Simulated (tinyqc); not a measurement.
Hubbard chain of 2 sites, step by step. One step of it, computed by the program tinyqc.

Task: The many-body Hamiltonian. Basis: all placements (u, d, 2, 0 on each site), up operators ordered before down ones; hops carry the sign of the same-spin electrons passed.

one-body matrix (hopping and site energies) (eV):
```
,1,2
1,0.250000,-1.580000
2,-1.580000,-0.690000
```

U = 4.600000 eV

electrons, up and down: 1  1

Give: H.

Result:

H (eV):
```
,20,ud,du,02
20,5.1000,-1.5800,-1.5800,0.0000
ud,-1.5800,-0.4400,0.0000,-1.5800
du,-1.5800,0.0000,-0.4400,-1.5800
02,0.0000,-1.5800,-1.5800,3.2200
```
